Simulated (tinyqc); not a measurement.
A ladder of methods, and size consistency: correlation methods against full CI in the sto-6g basis, for H4, spin multiplicity 1. Computed by the program tinyqc with PySCF. All electrons correlated; +Q is the Davidson correction (1 - c0^2) E_corr. The last columns treat two copies 100 angstrom apart as one system. FCI is the lowest singlet.

Geometry (angstrom):
```
atom       x       y       z
H     0.0000  0.0000  0.0000
H     0.0000  0.0000  0.7520
H     0.0000  0.0000  1.7650
H     0.0000  0.0000  2.5180
```

RHF energy of one = -2.198117 hartree

Correlation energies (hartree):
```
method   E_corr of one  share of FCI (%)  E_corr of two at 100 angstrom  two minus twice one (mhartree)
MP2           -0.02753            66.536                       -0.05506                           0.000
CISD          -0.04095            98.975                       -0.07999                           1.910
CISD+Q        -0.04195           101.398                       -0.08363                           0.274
CCSD          -0.04134            99.927                       -0.08269                           0.000
CCSD(T)       -0.04136            99.980                       -0.08273                           0.000
FCI           -0.04137           100.000                              -                               -
```

What does the comparison show, and why?

MP2 recovers 67 %, CISD 99.0 % and CCSD 99.9 % of the FCI value (c0^2 = 0.976 in CISD). MP2 and coupled cluster are size consistent, so their last column vanishes; CISD loses 1.91 mhartree, since a double excitation on each copy is a quadruple of the pair, and the Davidson correction leaves +0.27.
